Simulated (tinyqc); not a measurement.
Read current of a NAND string, cells in series solved by shooting: one step of the calculation.

Cells in series, numbered from 0 at the source line (0 V) to the bit line, each followed by a gap resistance Rg. A cell with gate Vg, threshold VT, source Vs and drain Vd passes I = 2 nf K Vt^2 [F(Vs) - F(Vd)]/(1 + th max(Vg - VT, 0)), F(V) = ln^2(1 + exp((Vg - VT - nf V)/(2 nf Vt))). The selected cell has Vg = Vr, the others Vg = Vp.

Question. Node voltages for a trial current. For a trial current I start at 0 V and, cell by cell (the selected one is cell 4), solve for the drain: sqrt(F(Vd)) = sqrt(F(Vs) - I/k), k = 2 nf K Vt^2/(1 + th max(Vg - VT, 0)), Vd = [Vg - VT - 2 nf Vt ln(exp(sqrt F) - 1)]/nf, then add I Rg.

Parameters, values chosen for the exercise; values of the order met in vertical NAND strings: temperature T = 358 K; gain factor of a cell K = 25 uA/V^2; slope factor nf = 1.6; mobility reduction factor th = 0.09 1/V; resistance of the gap between cells Rg = 28 kohm; bit-line voltage Vbl = 0.5 V; pass voltage Vp = 5.7 V; read voltage on the selected word line Vr = 1.8 V.

Constants: q = 1.602176634e-19 C, kB = 1.380649e-23 J/K, Vt = kB T/q. Results are converted to the units shown.

first trial current = 0.85 uA
thresholds from the source end, cell 0 to 5 (V): -2.3  -2.3  3.4  -2.3  0.5  3.4

Wanted: node voltage after each cell and gap, trial 1.

Answer.

node voltage after each cell and gap, trial 1, cell 0 to 5 (V): 0.03112  0.06228  0.1049  0.1361  0.1960  0.2406

tinyqc, about 0.5 s, one thread, Intel Xeon 2.30GHz (shared host): `OMP_NUM_THREADS=1 python tinyqc.py 2142206 2142207 out.jsonl`
